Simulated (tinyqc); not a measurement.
Schottky barrier on an n-type semiconductor with a doping step, non-linear Poisson equation by Newton steps: Capacitance-voltage profiling.

One dimension, metal at x = 0, donor density C(x) = N1 for x < x1 and Nd beyond. Energies are counted from the electron Fermi level of the semiconductor and the conduction-band edge is Ec = -psi, so n = Nc exp(psi/Vt); holes follow the Fermi level of the metal, at -V, so p = Nv exp((V - psi - Eg)/Vt). Ends: psi(0) = V - phiB and psi = Vt ln(Nd/Nc) deep inside. Boltzmann statistics, full ionisation, no current, no image force in the Poisson equation.

The Poisson equation d/dx(eps0 eps_r dpsi/dx) = -q (p - n + C) is solved on a mesh of about 1000 nodes or more that ends in neutral material. C_s = q d/dV of the integral of n over x, from the linearised equation. Probed depth w = eps0 eps_r/C_s; apparent doping N_app = C_s^3/(q eps0 eps_r dC_s/dV), the derivative by central differences over +/- 0.02 V.

Inputs (values chosen for the exercise); band and dielectric values close to those of cadmium telluride:
- T = 300 K (temperature)
- Eg = 1.48 eV (band gap)
- eps_r = 10 (relative permittivity)
- Nc = 8.05e17 cm^-3 (conduction-band density of states at T)
- Nv = 1.83e19 cm^-3 (valence-band density of states at T)
- Nd = 3.2e15 cm^-3 (donor density deep in the semiconductor)
- phiB = 0.85 eV (barrier height)
- x1 = 440 nm (depth of the doping step)
- N1 = 1.6e14 cm^-3 (donor density above the step)

Constants: q = 1.602176634e-19 C, kB = 1.380649e-23 J/K, Vt = kB T/q, eps0 = 8.8541878128e-14 F/cm where lengths are in cm. Results are converted to the units shown.

The same in every row: true C(w) (cm^-3) = 3.20e15.

Results:
```
V (V),C_s (nF/cm^2),w (nm),N_app (cm^-3),|E_0| (kV/cm)
0,13.7,647,3.19e15,13.3
-0.5,11.5,769,3.20e15,20.3
-1,10.1,874,3.20e15,26.4
-1.5,9.15,968,3.20e15,31.9
-2,8.40,1.05e3,3.20e15,36.8
-2.5,7.82,1.13e3,3.20e15,41.4
-3,7.34,1.21e3,3.20e15,45.7
-3.5,6.94,1.28e3,3.20e15,49.7
-4,6.60,1.34e3,3.20e15,53.5
-5,6.04,1.46e3,3.20e15,60.6
```

Estimate the missing row, V = -4.5 V.

Computed row:
```
V (V),C_s (nF/cm^2),w (nm),N_app (cm^-3),|E_0| (kV/cm)
-4.5,6.30,1.40e3,3.20e15,57.1
```

With this row back in the table: C_s falls from 13.7 to 6.04 nF/cm^2 while the probed depth goes from 647 to 1460 nm. The apparent doping stays near 3.20e15 cm^-3. It departs most from the true doping at that depth for V = 0 V, where it is 0.40 % below it; so the doping is read well over the depths probed. The step lies inside the layer that is depleted at zero bias and is not seen.

Program tinyqc, `OMP_NUM_THREADS=1 python tinyqc.py 2020157 2020158 out.jsonl`; Intel Xeon 2.30GHz, shared host, one thread, about 0.1 s.
